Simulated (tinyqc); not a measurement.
Chemical vapour deposition: Grove model, boundary layer, depletion and step coverage: one step, computed by the program tinyqc. Command: `OMP_NUM_THREADS=1 python tinyqc.py 3010106 3010107 out.jsonl cvd walk`. One thread of a shared host (Intel(R) Xeon(R) Processor @ 2.30GHz), about 0.03 s of CPU time with the checks.

A precursor diffuses to the surface and reacts there at first order; each molecule that reacts adds one formula unit of film.

Problem. Step coverage in a trench. In a long trench of width w and depth l = aspect ratio x w: Knudsen diffusivity D_K = (2w) c/3 (hydraulic diameter 2w), combined as 1/D_e = 1/D_K + 1/D; D_e d2C/dz2 = 2 k_s C/w with D_e dC/dz = -k_s C at the floor. With m = sqrt(2 k_s/(w D_e)): C(floor)/C(top) = 1/[cosh(m l) + (k_s/(D_e m)) sinh(m l)].

Inputs (values chosen for the exercise, close to those used for silicon dioxide from an alkoxysilane): temperature T = 730 C; trench width w = 0.25 um; aspect ratio of the trench = 92.

Reactor: horizontal, atmospheric.

mean speed c = 31954.97 cm/s

gas diffusivity D = 3.994588 cm^2/s

surface rate constant k_s = 0.1241556 cm/s

Give: Knudsen diffusivity D_K; effective diffusivity D_e; modulus m l; step coverage.

Solution.

Knudsen diffusivity D_K = 0.5326 cm^2/s

effective diffusivity D_e = 0.4699 cm^2/s

modulus m l = 0.3344

step coverage = 0.9460

Gas collisions matter in the trench as well as wall collisions. Caution: the hydraulic-diameter form of D_K is rough for a slit.
